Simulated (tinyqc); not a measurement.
Collinear exchange A + BC -> AB + C on a London-Eyring-Polanyi-Sato surface: saddle, string of images and rate. Changing the D(AB). Computed by tinyqc, a small Python program. Command: `OMP_NUM_THREADS=1 python tinyqc.py 3113184 3113185 out.jsonl leps sweep`. One thread of a shared host (Intel(R) Xeon(R) Processor @ 2.30GHz), about 0.3 s of CPU time with the checks.

x = r(AB), y = r(BC), r(AC) = x + y. V is counted from separated atoms, the barrier from A + BC, that is V + D(BC).

Inputs (values chosen for the exercise, for a model exchange):
```
quantity            value           unit
r0(AB)              0.852       angstrom
beta(AB)             2.06     1/angstrom
D(BC)                3.79             eV
r0(BC)              0.874       angstrom
beta(BC)                2     1/angstrom
D(AC)                3.16             eV
r0(AC)               1.25       angstrom
beta(AC)             1.89     1/angstrom
Sato parameter S     0.11              -
mass of A           2.014              u
mass of B           2.014              u
mass of C              12              u
step of the string  0.015  angstrom^2/eV
```

Constants: nu for 1 eV/(angstrom^2 u) = 15.6333042 THz.

Method:
- For each pair, with u = exp(-beta (r - r0)): Q = D [(3 + S) u^2 - (2 + 6 S) u]/(4 (1 + S)), J = D [(1 + 3 S) u^2 - (6 + 2 S) u]/(4 (1 + S)); V = Q1 + Q2 + Q3 - sqrt(((J1 - J2)^2 + (J2 - J3)^2 + (J3 - J1)^2)/2).
- String of 9 images between the fixed ends (r0(AB) + 2, r0(BC)) and (r0(AB), r0(BC) + 2), started on the two straight legs through (r0(AB) + 0.3, r0(BC) + 0.3): each iteration moves the inner images by -step x gradient (central differences) and spaces them evenly again along the broken line (coordinates are kept between 0.2 and 8 angstrom); stop when no coordinate changes by more than 1e-5 angstrom, at most 400 iterations.
- From the highest inner image, z -> z - H^-1 g with gradient g and Hessian H by central differences, steps capped at 0.15 angstrom, 12 steps.
- Wilson matrix G = [[1/m_A + 1/m_B, -1/m_B], [-1/m_B, 1/m_B + 1/m_C]]; eigenvalues lambda of G H give nu = 15.6333042 THz x sqrt(|lambda|), the negative one being imaginary. Reactant: nu_BC from k = 2 D beta^2 and 1/m_B + 1/m_C. Skew angle: cos = sqrt(m_A m_C/((m_A + m_B)(m_B + m_C))).

One run for each value:
```
D(AB) (eV)  barrier (eV)  imaginary frequency (THz)  real frequency at the saddle (THz)
3.19             0.95560                     40.475                              32.295
3.44             0.80027                     46.078                              30.547
3.69             0.66328                     49.754                              29.582
3.94             0.54544                     51.021                              29.306
4.19             0.44660                     49.795                              29.700
4.44             0.36561                     46.378                              30.818
```

What does the table show, and why?

Over the rows, barrier (eV) falls from 0.956 to 0.366 (exponent d ln y / d ln x -2.4 between the first rows and -3.5 between the last); imaginary frequency (THz) goes from 40.5 through a maximum among these rows, 51.0 at 3.94, to 46.4; real frequency at the saddle (THz) goes from 32.3 through a minimum among these rows, 29.3 at 3.94, to 30.8. The barrier changes by -0.62 eV per eV of D(AB) between the first rows and -0.32 between the last; an Evans-Polanyi line would have one slope. Left out: 4.69 (the string and Newton steps reached no saddle at least 0.02 eV above both asymptotes).

Extremes, crossings and ranges named in words are read from the listed rows.
